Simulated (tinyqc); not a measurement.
The starting point: quasiparticle equation with a plasmon-pole self-energy for two band edges.

For each edge E = e + X + Sc(E), with the correlation part Sc(E) = A[0]/(E - a + w) + A[1]/(E - b - w); a and b are the valence and conduction energies that enter the Green function (a = ev, b = ec in the one-shot scheme). Z = 1/(1 - dSc/dE), dSc/dE = -A[0]/(E - a + w)^2 - A[1]/(E - b - w)^2.

Parameters, chosen for this exercise (scales of the order of those of SiC; shifted at random, so the results belong to these values and not to a real crystal): ev = 0 eV (mean-field valence top); ec = 2.09 eV (mean-field conduction edge); w = 20.2 eV (pole energy); Av = (99.3, 50.3) eV^2 (weights of the valence state on the hole and electron poles); Ac = (36.7, 87) eV^2 (the same for the conduction state); Xv = -3.26 eV (exchange minus the mean-field potential, valence); Xc = 3.65 eV (the same, conduction).

The mean-field gap is opened by d (ev lowered by d/2, ec raised by d/2) and X is changed by the opposite amounts, so that e + X stays; one-shot and G-updated gaps.

Gaps (eV):
```
d    start  one-shot  update G
0.0  2.090    3.3009    3.4551
0.2  2.290    3.3249    3.4551
0.6  2.690    3.3724    3.4551
0.9  2.990    3.4076    3.4551
1.2  3.290    3.4425    3.4551
1.6  3.690    3.4885    3.4551
```

Give the missing row, d = 0.4.

Computed row:
```
d    start  one-shot  update G
0.4  2.490    3.3487    3.4551
```

The one-shot gap moves by a fraction 0.12 of any change of the starting gap, while the updated gap, 3.4551 eV, does not depend on it. The two agree where the start already equals the result, near d = 1.37 eV. A real change of starting point alters the orbitals and the screening too; this model holds both fixed.

(tinyqc, `OMP_NUM_THREADS=1 python tinyqc.py 1880008 1880009 out.jsonl`, Intel(R) Xeon(R) Processor @ 2.30GHz, 1 thread, shared host, about 0.02 s.)
